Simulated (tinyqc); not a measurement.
Global model of a low-pressure process discharge: electron temperature, density, ion flux and ion energy: one step, computed by the program tinyqc.

Maxwellian electrons with temperature T_e in eV, one positive ion, no negative ions, uniform bulk density n; rate constants have the Arrhenius form.

Problem. Geometry factors. n_g = p/(k_B T_g); lambda_i = 1/(n_g sigma); h_L = 0.86/sqrt(3 + L/(2 lambda_i)), h_R = 0.8/sqrt(4 + R/lambda_i); A_eff = 2 pi R^2 h_L + 2 pi R L h_R; d_eff = pi R^2 L/A_eff.

Inputs (values chosen for the exercise, of the order of those of an inductive discharge in a simple atomic gas):

| quantity | value | unit |
|---|---|---|
| ion-neutral cross section | 8.3e-19 | m^2 |
| pressure p | 3.7 | Pa |
| gas temperature T_g | 300 | K |
| radius R | 24 | cm |
| height L | 7.4 | cm |

Constants: k_B = 1.380649e-23 J/K.

Give: gas density n_g; ion mean free path; h_L; h_R; A_eff; d_eff.

Solution.

gas density n_g = 8.933e+20 1/m^3

ion mean free path = 0.1349 cm

h_L = 0.1559

h_R = 0.05931

A_eff = 630.4 cm^2

d_eff = 21.24 cm

Caution: at so short an ion path the formulas for h_L and h_R give way to the ambipolar-diffusion limit.
